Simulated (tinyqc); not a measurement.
# Free and trapped electrons in a MOS channel with a dense trap tail: effects of single changes

p-type body, charge-sheet picture, full ionisation (an idealisation for deep acceptors), Boltzmann statistics for free electrons. e = Ec - EF at the surface. Acceptor-like traps of density D(E) = D0 + De exp(-E/Ew) at depth E below Ec, from 0 to Eu, hold n_t = integral of D(E)/(1 + exp((e - E)/Vt)). psi = Eg - Vt ln(Nv/Na) - e; N_dep = sqrt(2 eps0 eps_r Na (psi - Vt)/q); n_f = sqrt(N_dep^2 + 2 eps0 eps_r Vt Nc exp(-e/Vt)/q) - N_dep; Vg = Vfb + psi + q (N_dep + n_t + n_f)/Cox, Cox = eps0 eox/tox.

Parameters, values chosen for the exercise; band and dielectric values close to those of silicon: temperature T = 300 K; band gap Eg = 1.1 eV; relative permittivity eps_r = 11.7; conduction-band density of states at T Nc = 2.79e19 cm^-3; valence-band density of states at T Nv = 2.66e19 cm^-3; relative permittivity of the insulator eox = 3.9; insulator thickness tox = 43 nm; acceptor density Na = 8e15 cm^-3; flat-band voltage without trapped charge Vfb = -0.73 V; constant background density of acceptor-like traps D0 = 1.1e11 cm^-2 eV^-1; density of the tail at the conduction edge De = 7.6e13 cm^-2 eV^-1; decay energy of the tail Ew = 0.13 eV; depth below Ec down to which the traps reach Eu = 0.7 eV; mobility of free electrons mf = 84 cm^2/(V s).

Constants: q = 1.602176634e-19 C, kB = 1.380649e-23 J/K, Vt = kB T/q, eps0 = 8.8541878128e-14 F/cm where lengths are in cm. Results are converted to the units shown.

Each table varies one quantity; the others keep the values above.

## Free and trapped charge against gate voltage

Free share n_f/(n_f + n_t); swing ln 10 n_f/(dn_f/dVg); field-effect mobility mf q (dn_f/dVg)/Cox, for a constant mf; oxide field q (N_dep + n_t + n_f)/(eps0 eox).

Free and trapped charge against gate voltage:

| Vg (V) | e (eV) | n_f (cm^-2) | n_t (cm^-2) | free share (%) | swing (mV/decade) | field-effect mobility (cm^2/(V s)) | oxide field (MV/cm) |
|---|---|---|---|---|---|---|---|
| 0.8 | 0.4426 | 8.188e5 | 3.335e11 | 2.455e-4 | 435.6 | 7.254e-4 | 0.2517 |
| 2.5 | 0.2964 | 2.018e8 | 1.079e12 | 0.01871 | 1111 | 0.07011 | 0.6130 |
| 4.2 | 0.2249 | 3.003e9 | 1.877e12 | 0.1597 | 1865 | 0.6213 | 0.9918 |
| 5.9 | 0.1785 | 1.701e10 | 2.683e12 | 0.6302 | 2731 | 2.404 | 1.376 |
| 7.5 | 0.1465 | 5.381e10 | 3.426e12 | 1.546 | 3770 | 5.508 | 1.741 |
| 9.2 | 0.1201 | 1.305e11 | 4.183e12 | 3.024 | 5203 | 9.675 | 2.130 |
| 10.9 | 0.09886 | 2.504e11 | 4.901e12 | 4.861 | 6919 | 13.97 | 2.521 |
| 12.5 | 0.08198 | 4.027e11 | 5.539e12 | 6.779 | 8662 | 17.94 | 2.889 |
| 14.2 | 0.06635 | 6.064e11 | 6.177e12 | 8.940 | 1.052e4 | 22.25 | 3.280 |

n_f reaches 1e11 cm^-2 at Vg = 8.63 V, against 0.782 V without traps. The free share rises from 2.45e-4 to 8.94 % and the field-effect mobility rises from 7.25e-4 to 22.2 cm^2/(V s), although mf = 84 is constant: in the last row 26.5 % of Cox dVg goes into free electrons. The swing in the first row is 436 mV a decade (Vt ln 10 = 59.5).

## Effect of the acceptor density

Vfb is held fixed. VT is the Vg for n_f = 1e11 cm^-2; swing ln 10 n_f/(dn_f/dVg) at n_f = 1e8 cm^-2; the last three columns are for Vg = VT + 3.4 V, with free share n_f/(n_f + n_t) and field-effect mobility mf q (dn_f/dVg)/Cox; there EF is near the band edge, where Boltzmann statistics are rough.

Effect of the acceptor density:

| Na (cm^-3) | e at VT (eV) | VT (V) | q n_t/Cox at VT (V) | swing (mV/decade) | n_f (cm^-2) | free share (%) | field-effect mobility (cm^2/(V s)) |
|---|---|---|---|---|---|---|---|
| 1e15 | 0.1497 | 7.012 | 6.671 | 789.3 | 3.383e11 | 6.606 | 15.21 |
| 2e15 | 0.1432 | 7.456 | 7.009 | 846.1 | 3.448e11 | 6.517 | 15.74 |
| 6e15 | 0.1316 | 8.350 | 7.656 | 947.5 | 3.527e11 | 6.284 | 16.57 |
| 1e16 | 0.1257 | 8.862 | 8.003 | 1000 | 3.548e11 | 6.132 | 16.92 |
| 3e16 | 0.1124 | 10.22 | 8.841 | 1129 | 3.549e11 | 5.721 | 17.47 |
| 8e16 | 0.1000 | 11.86 | 9.694 | 1265 | 3.503e11 | 5.288 | 17.70 |
| 2e17 | 0.08815 | 13.90 | 10.57 | 1418 | 3.439e11 | 4.874 | 17.76 |
| 5e17 | 0.07610 | 16.71 | 11.52 | 1604 | 3.379e11 | 4.495 | 17.88 |

As Na goes from 1e15 to 5e17, VT rises from 7.01 to 16.7 V, its part due to traps rises from 6.67 to 11.5 V, the swing rises from 789 to 1600 mV/decade and the field-effect mobility rises from 15.2 to 17.9 cm^2/(V s).

tinyqc, about 0.02 s, one thread, Intel Xeon 2.30GHz (shared host): `OMP_NUM_THREADS=1 python tinyqc.py 2222171 2222172 out.jsonl`
